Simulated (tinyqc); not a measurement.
# Surface potential of a MOS transistor: implicit equation and explicit approximations: effect of the channel-body voltage at fixed gate voltage

p-type body, charge-sheet picture, depletion and inversion only, full ionisation (an idealisation for deep acceptors), Boltzmann statistics (rough once Na exp(x - xn) passes about Nc/7). In units of Vt: xg = (Vg - Vfb)/Vt, x = psi/Vt, G = gamma/sqrt(Vt), xn = (2 phiF + Vc)/Vt. The implicit equation is (xg - x)^2 = G^2 [x - 1 + exp(x - xn)] for x above about 3. Cox = eps0 eox/tox.

ni = sqrt(Nc Nv) exp(-Eg/(2 Vt)), Eg in volts; phiF = Vt ln(Na/ni); gamma = sqrt(2 q eps0 eps_r Na)/Cox; VT = Vfb + Vt (xn + G sqrt(xn - 1)). Depletion value a = 1 + [sqrt(G^2/4 + xg - 1) - G/2]^2; inversion value b = xn + ln[(xg - xn)^2/G^2 - xn + 1] and first guess y = min(a, b) - ln(1 + exp(-|a - b|)) if a > xn + 1, else b = y = a; one second-order correction with D = exp(y - xn), p = 2 (xg - y) + G^2 (1 + D), w = (xg - y)^2 - G^2 (y - 1 + D): z = y + 2 w/(p + sqrt(p^2 - 2 (2 - G^2 D) w)), or the Newton step z = y + w/p where the root is not real. N_inv = (Cox Vt G/q) [sqrt(x - 1 + exp(x - xn)) - sqrt(x - 1)] at the root. Lambert form (Cox m Vt/q) W0[(G/(2 m sqrt(xn - 1))) exp((Vg - VT)/(m Vt))], m = 1 + G/(2 sqrt(xn - 1)). Errors under 1e-4 mV, and the linear form below VT, are printed as 0.

Values chosen for this exercise; band and dielectric values close to those of silicon:

| symbol | value | unit | meaning |
|---|---|---|---|
| T | 300 | K | temperature |
| Eg | 1.1 | eV | band gap |
| eps_r | 11.7 |  | relative permittivity |
| Nc | 2.78e19 | cm^-3 | conduction-band density of states at T |
| Nv | 2.64e19 | cm^-3 | valence-band density of states at T |
| eox | 25.6 |  | relative permittivity of the gate insulator (close to zirconium oxide) |
| tox | 20 | nm | insulator thickness |
| Na | 1.5e17 | cm^-3 | acceptor density |
| Vfb | -0.35 | V | flat-band voltage |
| Vg | 1.48 | V | gate-body voltage |

Constants: q = 1.602176634e-19 C, kB = 1.380649e-23 J/K, Vt = kB T/q, eps0 = 8.8541878128e-14 F/cm where lengths are in cm. Results are converted to the units shown.

Effect of the channel-body voltage at fixed gate voltage:
```
Vc (V)	psi (V)	x - xn	error of y (mV)	error of z (mV)	N_inv (cm^-2)	Cox (Vg - VT)/q (cm^-2)	Lambert form (cm^-2)
0	0.9988	6.480	10.1	-0.364	4.506e12	5.814e12	4.707e12
0.2	1.184	5.917	12.3	-0.731	3.069e12	4.253e12	3.211e12
0.4	1.363	5.109	16.3	-2.29	1.690e12	2.706e12	1.772e12
0.6	1.524	3.574	21.3	5.58	4.620e11	1.169e12	4.835e11
0.8	1.584	-1.834	0.302	0	2.302e9	0	2.268e9
1	1.584	-9.559	1.33e-4	0	1.018e6	0	9.231e5
1.2	1.584	-17.30	0	0	444.4	0	365.0
```

What does the table show?

As Vc goes from 0 to 1.2, psi rises from 0.999 to 1.58 V, x - xn falls from 6.48 to -17.3 and N_inv falls from 4.51e12 to 444 cm^-2. The Lambert form lies between 0.821 and 1.05 times N_inv. psi follows Vc only while the surface is inverted; once x falls below xn it settles at the depletion value. For Vc = 0, 0.2, 0.4, 0.6 the electron quasi-Fermi level lies less than 2 Vt below the band edge at the surface, or above it, where degeneracy and confinement, left out, matter.

Numbers from tinyqc (`OMP_NUM_THREADS=1 python tinyqc.py 2122066 2122067 out.jsonl`; about 0.01 s on one thread of a shared Intel Xeon 2.30GHz).
